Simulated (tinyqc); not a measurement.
Tunnelling through a two-layer gate stack, WKB transmission and Tsu-Esaki current: two steps of the calculation.

Electrons leave the emitter at x = 0. Energies E (motion across the layers) are in eV from the emitter Fermi level; the collector Fermi level lies at -V and offers states at every E. No charge in the dielectric and no image force: F1 = V/(t1 + t2 eps1/eps2), F2 = F1 eps1/eps2; U = phi1 - F1 x in layer 1 and phi2 - F1 t1 - F2 (x - t1) in layer 2. With C = hbar^2/(2 m0), kappa = sqrt(m (U - E)/C) where U > E and 0 elsewhere; T(E) = exp(-S), S = 2 times the integral of kappa over x.

Parameters, values chosen for the exercise; layer 1 close to silicon dioxide, layer 2 close to hafnium oxide: temperature T = 300 K; Fermi energy of the emitter above its band bottom Ef = 4.3 eV; emitter mass in the supply function me = 1 m0; barrier of layer 1 above the emitter Fermi level at zero bias phi1 = 2.98 eV; tunnelling mass of layer 1 m1 = 0.51 m0; thickness of layer 1 t1 = 0.7 nm; relative permittivity of layer 1 eps1 = 4.07; barrier of layer 2 at zero bias phi2 = 1.55 eV; tunnelling mass of layer 2 m2 = 0.2 m0; thickness of layer 2 t2 = 1.9 nm; relative permittivity of layer 2 eps2 = 21.8; voltage across the dielectric V = 0.8 V; energy of the electron followed E = 0 eV; lower end of the energy grid Ea = -1.1 eV; upper end of the energy grid Eb = 0.28 eV; points of the energy grid nE = 11.

Constants: q = 1.602176634e-19 C, kB = 1.380649e-23 J/K, hbar = 1.054571817e-34 J s, m0 = 9.1093837015e-31 kg, Vt = kB T/q, hbar^2/(2 m0) = 0.0380998212 eV nm^2. Results are converted to the units shown.

Problem 1. WKB exponent in closed form. Each layer adds (2/F) sqrt(m/C) [G(u at its left edge) - G(u at its right edge)] to S, with u = U - E (0 where negative) and G(u) = (2/3) u^1.5. The slope follows from 1/d = -dS/dE.

Give: S; T(E); energy d over which T(E) grows by a factor e.

Solution 1.

S = 16.62
T(E) = 6.077e-8
energy d over which T(E) grows by a factor e = 0.1613 eV

The midpoint rule gives S = 16.616, so its T(E) is 0.032 % below this value. The band edge stays above E through the whole stack: direct tunnelling through a trapezoid.

Problem 2. Current density on a coarse energy grid. J = J0 times the integral of T(E) N(E) dE, N = ln[(1 + exp(-E/Vt))/(1 + exp((-E - V)/Vt))], J0 = q^2 me m0 kB T/(2 pi^2 hbar^3) (times 1e-4 for A/cm^2 per eV), by Simpson's rule on nE equally spaced points from Ea to Eb.

Find: E; T(E); N; T(E) N; J0; J.

Solution 2.

| point | E (eV) | T(E) | N | T(E) N |
|---|---|---|---|---|
| 0 | -1.100 | 2.141e-10 | 30.95 | 6.626e-9 |
| 1 | -0.962 | 3.969e-10 | 30.94 | 1.228e-8 |
| 2 | -0.824 | 7.506e-10 | 30.61 | 2.298e-8 |
| 3 | -0.686 | 1.452e-9 | 26.52 | 3.850e-8 |
| 4 | -0.548 | 2.879e-9 | 21.20 | 6.102e-8 |
| 5 | -0.410 | 5.874e-9 | 15.86 | 9.316e-8 |
| 6 | -0.272 | 1.239e-8 | 10.52 | 1.303e-7 |
| 7 | -0.134 | 2.715e-8 | 5.189 | 1.409e-7 |
| 8 | 0.004 | 6.230e-8 | 0.6188 | 3.855e-8 |
| 9 | 0.142 | 1.513e-7 | 0.004108 | 6.217e-10 |
| 10 | 0.280 | 3.954e-7 | 1.978e-5 | 7.821e-12 |

J0 = 4.184e8 A/(cm^2 eV)
J = 31.83 A/cm^2

The integrand peaks at E = -0.134 eV among these points.

Range of the model: A layer thinner than 0.8 nm holds only a few atomic planes, where an effective mass is a rough description.

Numbers from tinyqc (`OMP_NUM_THREADS=1 python tinyqc.py 2540005 2540006 out.jsonl`; about 0.04 s on one thread of a shared Intel Xeon 2.30GHz).
